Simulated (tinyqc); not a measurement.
Inversion-layer mobility, back-scattering and ballistic limit of a field-effect transistor: one step, computed by the program tinyqc.

The charge at the top of the source barrier is fixed by the gate; series resistance and short-channel effects are left out. F_j are Fermi integrals normalised to exp(eta) in the classical limit.

Question. Back-scattering. F_j(eta) = (1/Gamma(j + 1)) int_0^infinity x^j/(1 + exp(x - eta)) dx, F_0 = ln(1 + exp(eta)). Integrals over x = E/(k_B T) use 160 Gauss-Legendre points in u = sqrt(x) from 0 to sqrt(max(eta, 0) + 32). Ballistic channel: N_2D = g_v m k_B T/(pi hbar^2), U = e V_D/(k_B T); eta_F solves N_inv = (N_2D/2)[F_0(eta_F) + F_0(eta_F - U)]; v_T = sqrt(2 k_B T/(pi m)); I/W = e (N_2D/2) v_T [F_1/2(eta_F) - F_1/2(eta_F - U)]; injection velocity v_T F_1/2(eta_F)/F_0(eta_F). Mean free path lambda = (2 k_B T/e)(mu/v_T) F_0(eta_0)/F_-1/2(eta_0), with eta_0 from N_inv = N_2D F_0(eta_0); critical length l = L (1 + U)^(-a), an empirical rule; back-scattering r = l/(l + lambda). Then eta solves N_inv = (N_2D/2)[(1 + r) F_0(eta) + (1 - r) F_0(eta - U)] and I/W = e (N_2D/2) v_T (1 - r)[F_1/2(eta) - F_1/2(eta - U)]. Ballistic ratio: I over the ballistic current. Apparent mobility 1/(1/mu + 1/mu_B), mu_B = mu L/lambda.

Inputs (values chosen for the exercise, modelled on a 4H-SiC n-channel):

| quantity | value | unit |
|---|---|---|
| transport mass m | 0.31 | m_0 |
| valley degeneracy g_v | 3 | - |
| gate overdrive V_G - V_T | 0.43 | V |
| drain voltage V_D | 0.66 | V |
| channel length L | 38 | nm |
| exponent a of the critical length | 0.58 | - |
| temperature T | 400 | K |

Statistics at the top of the barrier: Fermi-Dirac.

inversion density N_inv = 7.128991e+12 1/cm^2

effective mobility mu = 19.07766 cm^2/(V s)

Constants: m_0 = 9.1093837015e-31 kg; k_B = 1.380649e-23 J/K; hbar = 1.054571817e-34 J s; k_B = 8.617333262e-05 eV/K; e = 1.602176634e-19 C.

Give: eta_0; mean free path lambda; critical length l; back-scattering coefficient r; current I/W; ballistic ratio; apparent low-field mobility.

Answer.

eta_0 = -0.3524

mean free path lambda = 1.310 nm

critical length l = 6.658 nm

back-scattering coefficient r = 0.8356

current I/W = 124.1 microampere/micrometre

ballistic ratio = 0.08384

apparent low-field mobility = 18.44 cm^2/(V s)

L/lambda = 29.00, but at this drain voltage only the first 6.66 nm can return a carrier to the source, so the device works at 8 % of its ballistic limit. Caution: the current exceeds the long-channel drift law, so the empirical rule for l, meant for short channels, is too generous here.
